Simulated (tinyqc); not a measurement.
From results back to parameters: defect, radiative and Auger recombination at equal electron and hole densities (ABC model). Three cases, with inputs chosen for the exercise.

Problem. The peak efficiency, the current at the peak and the differential lifetime there, tau_p = 1/(Ae + 2 B n_p + 3 C n_p^2), are given; Ae, B and C are hidden. n_p = sqrt(Ae/C), Q = B/sqrt(Ae C), IQE_max = Q/(Q + 2).

J/(e d) = Ae n + B n^2 + C n^3 with Ae = A + 4 S/w (four side walls, carriers spread evenly), e = 1.602176634e-19 C, lengths in cm; internal efficiency IQE = B n^2/(Ae n + B n^2 + C n^3); all injected carriers recombine in the layer.

Case 1.

Values chosen (out of a larger set: orders of magnitude like those quoted for Ge; not measured data): d = 550 nm (active thickness).

IQE_max = 0.0470016
J at the peak = 5.94587 A/cm^2
tau_p = 643.918 ns

Case 2.

Values chosen (out of a larger set: orders of magnitude like those quoted for GaN; not measured data): d = 2.8 nm (active thickness).

IQE_max = 0.207968
J at the peak = 60.3527 A/cm^2
tau_p = 3.93174 ns

Case 3.

Values chosen (out of a larger set: orders of magnitude like those quoted for InP; not measured data): d = 140 nm (active thickness).

IQE_max = 0.961089
J at the peak = 25220.8 A/cm^2
tau_p = 0.335363 ns

Find: Q; Ae; n_p; B; C.

Solution. Q = 2 IQE/(1 - IQE). At the peak B n = Q Ae and C n^2 = Ae, so 1/tau_p = Ae (4 + 2Q) and J = e d Ae n_p (2 + Q); B and C follow.

Case 1.

Q = 0.0986
Ae = 3.70e+05 1/s
n_p = 8.69e+17 1/cm^3
B = 4.2e-14 cm^3/s
C = 4.9e-31 cm^6/s

Case 2.

Q = 0.525
Ae = 5.04e+07 1/s
n_p = 1.06e+19 1/cm^3
B = 2.5e-12 cm^3/s
C = 4.5e-31 cm^6/s

Case 3.

Q = 49.4
Ae = 2.90e+07 1/s
n_p = 7.54e+18 1/cm^3
B = 1.9e-10 cm^3/s
C = 5.1e-31 cm^6/s

Computed by tinyqc, one run a case: `OMP_NUM_THREADS=1 python tinyqc.py N N+1 out.jsonl` with N = 1651784, 1651801, 1651814; one thread of a shared Intel(R) Xeon(R) Processor @ 2.30GHz, about 0.01 s a run at most.
